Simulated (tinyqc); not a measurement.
Inside a calculation: four-band model of biased bilayer graphene near K. Values are carried at full precision from step to step, so a last printed digit may differ when a step is redone from the rounded ones.

Constants: hbar^2/2m0 = 3.80998211 eV angstrom^2.

Values chosen for the exercise (near those used for Bernal bilayer graphene; shifted at random, so the results belong to these values and not to a real crystal): a = 2.46 angstrom (lattice constant); g0 = 2.93 eV (hopping in a layer); g1 = 0.342 eV (hopping of the dimer sites); g3 = 0.37 eV (skew hopping A1-B2); g4 = 0.13 eV (skew hopping A1-A2); U = 0.44 eV (potential difference of the layers); k = (0.009, 0.014) 1/angstrom (wave vector from K).

## Velocities and mass

v_j = (sqrt3/2) a g_j; low-energy mass m/m0 = c g1/v0^2 with c = hbar^2/2m0; crossover wave vector g1/(2 v0).

v0, v3, v4 (eV angstrom): [6.2421, 0.7883, 0.2770]

mass = 0.03344 m0
crossover = 0.02739 1/angstrom

## H at one k

Basis A1, B1, A2, B2, with B1 below A2; p = kx + i ky, v_j = (sqrt3/2) a g_j. Diagonal -U/2, -U/2, U/2, U/2; <A1|B1> = <A2|B2> = v0 p*, <B1|A2> = g1, <A1|B2> = v3 p, <A1|A2> = <B1|B2> = -v4 p*.

Fill in the matrix.

H (eV), rows A1, B1, A2, B2 and columns alike:
```
[[-0.2200, 0.0562-0.0874i, -0.0025+0.0039i, 0.0071+0.0110i],
 [0.0562+0.0874i, -0.2200, 0.3420, -0.0025+0.0039i],
 [-0.0025-0.0039i, 0.3420, 0.2200, 0.0562-0.0874i],
 [0.0071-0.0110i, -0.0025-0.0039i, 0.0562+0.0874i, 0.2200]]
```

## Levels and layer polarisation

Diagonalise; the weight on layer 1 is that of A1 and B1.

levels (eV): [-0.4485, -0.1881, 0.1920, 0.4447]

weights, rows A1, B1, A2, B2; columns band 1, band 2, band 3, band 4:
```
[[0.142, 0.847, 0.008, 0.003],
 [0.668, 0.080, 0.067, 0.184],
 [0.186, 0.063, 0.074, 0.677],
 [0.004, 0.009, 0.851, 0.136]]
```

weight on layer 1: [0.810, 0.927, 0.075, 0.187]

Band 2 has 93 % of its weight on layer 1, the layer of lower potential, and band 3 has 8 %; the dimer sites hold 14 % of band 3.

## The Mexican hat (g3 = g4 = 0)

At K the levels are -/+ U/2 and -/+ sqrt(g1^2 + U^2/4). The smallest gap, U g1/sqrt(U^2 + g1^2), lies on a ring of radius kg = (U/2 v0) sqrt((2 g1^2 + U^2)/(g1^2 + U^2)), v0 = (sqrt3/2) a g0; the height of the hat is U/2 less half that gap.

gap = 0.2700 eV
kg = 0.04135 1/angstrom
height of the hat = 84.99 meV

## Checks

- Gap on the ring from the formula against the matrix: both 0.270025.

Program tinyqc; command `OMP_NUM_THREADS=1 python tinyqc.py 1452078 1452079 out.jsonl`; about 0.07 s on one thread of a shared Intel(R) Xeon(R) Processor @ 2.30GHz.
